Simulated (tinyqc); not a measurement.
Partial widths from the peak.

Problem. A Breit-Wigner resonance has total width G = GL + GR and peak transmission Tp = 4 GL GR/G^2. GL is known to be the larger. Find GL, GR and the lifetime hbar/G.

Constants: q = 1.602176634e-19 C, hbar = 1.054571817e-34 J s. Results are converted to the units shown.

G = 9.9686292 meV
Tp = 0.86627741

Answer. GL and GR have the sum G and the product Tp G^2/4, so they are (G/2)(1 +/- sqrt(1 - Tp)).

GL = 6.807 meV
GR = 3.162 meV
lifetime = 66.03 fs

Program tinyqc, `OMP_NUM_THREADS=1 python tinyqc.py 2600119 2600120 out.jsonl`; Intel Xeon 2.30GHz, shared host, one thread, about 0.05 s.
